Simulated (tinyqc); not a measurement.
From results back to parameters: tunnelling through a thin dielectric with one trap, as a tight-binding chain. Two cases, with inputs chosen for the exercise.

Problem. A resonance has full width Gamma_L + Gamma_R and peak height 4 Gamma_L Gamma_R/(Gamma_L + Gamma_R)^2. The values come from hidden widths.

Find: larger and smaller width.

Method. The widths are (W/2)(1 +/- sqrt(1 - peak)); which belongs to which lead the line shape cannot tell.

Case 1.

full width = 143.243 meV
peak height = 0.00241959

Solution.

larger and smaller width (meV): 143  0.0867

Case 2.

full width = 0.781725 meV
peak height = 0.402297

Solution.

larger and smaller width (meV): 0.693  0.0887

Computed by tinyqc, one run a case: `OMP_NUM_THREADS=1 python tinyqc.py N N+1 out.jsonl` with N = 1481616, 1481690; one thread of a shared Intel(R) Xeon(R) Processor @ 2.30GHz, about 0.1 s a run at most.
